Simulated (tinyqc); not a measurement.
# Lifetime from the low-frequency admittance

Inverse problem. At low frequency a p+-n diode with a base of width wb has C_diff/G = (tau/2)(1 - 2 x/sinh 2x), x = wb/sqrt(Dp tau). Find tau, x and the limit of C_diff/G for infinite lifetime, wb^2/(3 Dp).

Values chosen for this exercise: hole diffusion coefficient Dp = 6.9 cm^2/s; width of the neutral base wb = 0.83 um.

G = 31.107522 S/cm^2
C_diff = 0.0083623426 uF/cm^2

Answer. The ratio rises steadily with tau from tau/2 (long base) towards wb^2/(3 Dp) (short base), so one lifetime matches as long as the ratio is below that limit.

tau = 2.000e-9 s
x = 0.7065
limit of C_diff/G = 3.328e-10 s

Program tinyqc, `OMP_NUM_THREADS=1 python tinyqc.py 2890105 2890106 out.jsonl`; Intel Xeon 2.30GHz, shared host, one thread, about 0.01 s.
